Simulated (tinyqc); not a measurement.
Comparisons within one model: bond unit of a tetrahedral oxide and its oxygen vacancy in tight binding. A value that a table varies takes the place of the one given here.

Two sp3 hybrids h1, h2 at eh = (es + 3 ep)/4 point at one oxygen with orbitals s, px, py, pz; x joins the two cations, z bisects the angle phi, and th = (180 - phi)/2. With u = hbar^2/(m d^2) = 2c/d^2, c = hbar^2/2m0: Vhs = -(1.32 + sqrt3 x 1.42) u/2 and Vhp = (1.42 + sqrt3 x 2.22) u/2. <h|s> = Vhs for both; <h1|px> = Vhp cos(th), <h2|px> = -Vhp cos(th); <h|pz> = Vhp sin(th) for both; py is a lone pair. The unit holds 8 electrons. Coupling between units, which widens the levels into bands, is left out.

Without the oxygen the two hybrids face each other at distance R and couple by -V2, V2 = 3.22 x 2c/R^2, c = hbar^2/2m0: a bond at eh - V2 with two electrons and an antibond at eh + V2. Levels are measured from eop, the lone-pair level that stands for the top of the valence band.

Constants: hbar^2/2m0 = 3.80998211 eV angstrom^2.

Inputs chosen for the exercise (near tabulated values for SiO2; not measured data):
- es = -15 eV (s level of the cation)
- ep = -7.68 eV (p level of the cation)
- eos = -33.52 eV (s level of oxygen)
- eop = -16.53 eV (p level of oxygen)
- d = 1.59 angstrom (cation-oxygen distance)
- phi = 132 degrees (bond angle at oxygen)
- R = 3.14 angstrom (cation-cation distance across the vacancy)

## Bond angle at oxygen

phi is varied at fixed d. Levels above eop; cation-cation distance 2 d cos(th); band energy is twice the sum of the four filled levels, relative to phi = 180; excess on O is the number of electrons on oxygen less 6.

Against phi:

| phi (deg) | distance (angstrom) | level 2 | level 3 | level 5 | level 6 | excess on O | band energy (eV) |
|---|---|---|---|---|---|---|---|
| 110 | 2.605 | -6.330 | -2.862 | 12.526 | 13.350 | 0.851 | -2.271 |
| 120 | 2.754 | -6.823 | -2.293 | 11.909 | 13.843 | 0.879 | -2.023 |
| 130 | 2.882 | -7.249 | -1.730 | 11.303 | 14.269 | 0.917 | -1.664 |
| 140 | 2.988 | -7.604 | -1.195 | 10.733 | 14.624 | 0.966 | -1.234 |
| 150 | 3.072 | -7.883 | -0.719 | 10.229 | 14.903 | 1.020 | -0.784 |
| 160 | 3.132 | -8.085 | -0.337 | 9.826 | 15.105 | 1.073 | -0.383 |
| 170 | 3.168 | -8.207 | -0.087 | 9.564 | 15.227 | 1.114 | -0.102 |
| 180 | 3.180 | -8.248 | 0.000 | 9.472 | 15.268 | 1.129 | 0.000 |

What can be read from the table?

Bending moves coupling from px to pz: level 2 rises from -8.25 to -6.33 eV and level 3 falls from 0.00 to -2.86 eV between 180 and 110 degrees. The lowest empty level is lowest at 180 degrees (9.47 eV) and highest at 110 (12.53 eV), so a spread of angles in a glass smears the conduction edge. The band energy is lowest at 110 degrees of those listed (-2.27 eV); the repulsion of the cations, not included, opposes bending.

## The vacancy as the cations move

R is varied; eh = (es + 3 ep)/4. The last two columns are the band energies of the bond with two electrons, -2 V2, and with one, -V2.

Against R (eV):

| R (angstrom) | V2 | bond level | antibond level | two electrons | one electron |
|---|---|---|---|---|---|
| 2.20 | 5.069 | 1.951 | 12.089 | -10.139 | -5.069 |
| 2.35 | 4.443 | 2.577 | 11.463 | -8.886 | -4.443 |
| 2.50 | 3.926 | 3.094 | 10.946 | -7.852 | -3.926 |
| 2.70 | 3.366 | 3.654 | 10.386 | -6.731 | -3.366 |
| 3.00 | 2.726 | 4.294 | 9.746 | -5.453 | -2.726 |
| 3.30 | 2.253 | 4.767 | 9.273 | -4.506 | -2.253 |
| 3.70 | 1.792 | 5.228 | 8.812 | -3.585 | -1.792 |
| 4.20 | 1.391 | 5.629 | 8.411 | -2.782 | -1.391 |

What can be read from the table?

The bond level rises from 1.95 eV at 2.2 to 5.63 eV at 4.2 angstrom, towards the lone hybrid at 7.02 eV. Taking one electron away halves the pull between the cations (at 2.5 angstrom from 6.28 to 3.14 eV/angstrom), so the positive vacancy relaxes outward and its level moves up: capture and release of a hole take place at different energies.

## What each value does

Spacing from the highest filled to the lowest empty level, excess electrons on oxygen (their number less 6), and the vacancy bond level eh - V2 - eop, V2 = 3.22 x 2c/R^2. Each row changes one parameter from the base and keeps the others.

Results:

| case | spacing (eV) | excess on O | vacancy level (eV) |
|---|---|---|---|
| base | 11.1854 | 0.9262 | 4.5314 |
| es = -14.5 eV | 11.2857 | 0.9359 | 4.6564 |
| ep = -7.18 eV | 11.4871 | 0.9549 | 4.9064 |
| eos = -31.52 eV | 11.3252 | 0.9161 | 4.5314 |
| eop = -16.03 eV | 10.7544 | 0.8885 | 4.0314 |
| d = 1.63 angstrom | 10.8650 | 0.9574 | 4.5314 |
| phi = 124 degrees | 11.6640 | 0.8927 | 4.5314 |
| R = 3.29 angstrom | 11.1854 | 0.9262 | 4.7532 |

How do the results move?

The largest shifts from the base row, up to three for each result and ties (the steps differ in size, so this ranks the rows, not the parameters). spacing (eV): phi +0.4786, eop -0.4310, d -0.3204; unchanged at the printed digits by R. excess on O: eop -0.0377, phi -0.0335, d +0.0312; unchanged at the printed digits by R. vacancy level (eV): eop -0.5000, ep +0.3750, R +0.2217; unchanged at the printed digits by eos, d and phi.

Run: tinyqc, `OMP_NUM_THREADS=1 python tinyqc.py 1452848 1452849 out.jsonl`; Intel(R) Xeon(R) Processor @ 2.30GHz, one thread, shared host; about 0.01 s of CPU time with all checks.
